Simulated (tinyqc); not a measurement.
Level against strength of the defect: Koster-Slater impurity in an sp3s* host.

sp3s* tight binding, nearest neighbours only: anion (a) at 0, cation (c) at a/4 (1,1,1), orbitals s, px, py, pz, s* on each; k in units of 2 pi/a. With phases e_j = exp(i (pi/2) k.n_j) for n = (1,1,1), (1,-1,-1), (-1,1,-1), (-1,-1,1): g0 = (e1+e2+e3+e4)/4, g1 = (e1+e2-e3-e4)/4, g2 = (e1-e2+e3-e4)/4, g3 = (e1-e2-e3+e4)/4. The diagonal holds the levels Esa, Epa, Exa (s*) and Esc, Epc, Exc. Anion-cation block: <sa|sc> = Vss g0; <sa|xc> = Vsapc g1; <xa|sc> = -Vscpa g1; <xa|xc> = Vxx g0; <xa|yc> = <ya|xc> = Vxy g3, <xa|zc> = <za|xc> = Vxy g2, <ya|zc> = <za|yc> = Vxy g1; <s*a|xc> = Vxapc g1; <xa|s*c> = -Vpaxc g1; y and z take g2 and g3 in place of g1; s-s* and s*-s* vanish.

A defect on an anion site (a) shifts the s level there by Vs or the three p levels by Vp and leaves the rest. A level in the gap solves 1/Vs = G_s(E) (symmetry A1) or 1/Vp = G_p(E) (T2, threefold), with G(E) = (1/N^3) sum over k and bands of w/(E - e), where w is the weight of the state on the s orbital of that site, or the mean weight on its px, py, pz. Mesh: k = f1 (-1,1,1) + f2 (1,-1,1) + f3 (1,1,-1), f = (j + 1/2)/N, j = 0 to N - 1. Energies from the top of the valence band at Gamma; the s* orbital of the site is left as it is. An infinite shift removes the s or p orbitals, the model of the ideal vacancy: G(E) = 0.

Values chosen for the exercise (out of a larger set: near a published set for Si; not measured data): p = (-4.197, 1.709, -4.197, 1.709, 6.692, 6.692, -8.332, 1.713, 4.561, 5.708, 5.708, 5.358, 5.358) eV (order Esa, Epa, Esc, Epc, Exa, Exc, Vss, Vxx, Vxy, Vsapc, Vscpa, Vxapc, Vpaxc); N = 4 (mesh).

Eg (smallest gap of the host) = 1.17510 eV

A dash: no level in the gap from 0 to Eg. The last row is the ideal vacancy.

Levels (eV above the valence band):
```
shift (eV)     A1     T2
-40             -  0.664
-20             -  0.799
-12         0.155  0.945
-8          0.525  1.074
-5          0.901      -
-3          1.171      -
+3              -      -
+5              -      -
+8              -      -
+12             -  0.060
+20             -  0.219
+40             -  0.363
vacancy         -  0.515
```

How do the results move, and what explains it?

A1: a level lies in the gap for the attractive shifts -3, -5, -8 and -12 eV, and no repulsive one does; G has no zero in the gap, so there is no vacancy level there and a strong enough shift drives the level out through the far edge. T2: a level lies in the gap for the attractive shifts -8, -12, -20 and -40 eV and for the repulsive +12, +20 and +40 eV; both branches tend to the vacancy level, 0.515 eV, which pins them. A level passes the edges where the shift equals 1/G, a value that is sensitive to the mesh there: on this one 1/G(0) = -14.3 and 1/G(Eg) = -3.0 eV for s, 10.1 and -5.6 eV for p.

tinyqc: `OMP_NUM_THREADS=1 python tinyqc.py 1450626 1450627 out.jsonl`; about 0.04 s, one thread, shared Intel(R) Xeon(R) Processor @ 2.30GHz.
